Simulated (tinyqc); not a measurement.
Doping from the ideality factor.

Inverse problem. For thermionic-field emission over a Schottky barrier the ideality factor is n = u coth(u) with u = E00/Vt and E00 = (hbar/2) sqrt(Nd/(me m0 eps0 eps_r)) in SI units (volts). Find u, E00 and Nd.

Inputs (values chosen for the exercise); band and dielectric values those of a made-up semiconductor: temperature T = 300 K; electron mass me = 0.0332 m0; relative permittivity eps_r = 13.7.

Constants: q = 1.602176634e-19 C, kB = 1.380649e-23 J/K, eps0 = 8.8541878128e-12 F/m, hbar = 1.054571817e-34 J s, m0 = 9.1093837015e-31 kg, Vt = kB T/q. Results are converted to the units shown.

n = 1.1645788

Answer. u coth(u) rises steadily from 1, so n fixes u; the definition of E00 then gives Nd.

u = 0.7143
E00 = 18.47 meV
Nd = 4.500e17 cm^-3

Computed by the program tinyqc: `OMP_NUM_THREADS=1 python tinyqc.py 2640111 2640112 out.jsonl`, one thread of a shared Intel Xeon 2.30GHz, about 0.05 s for the whole run.
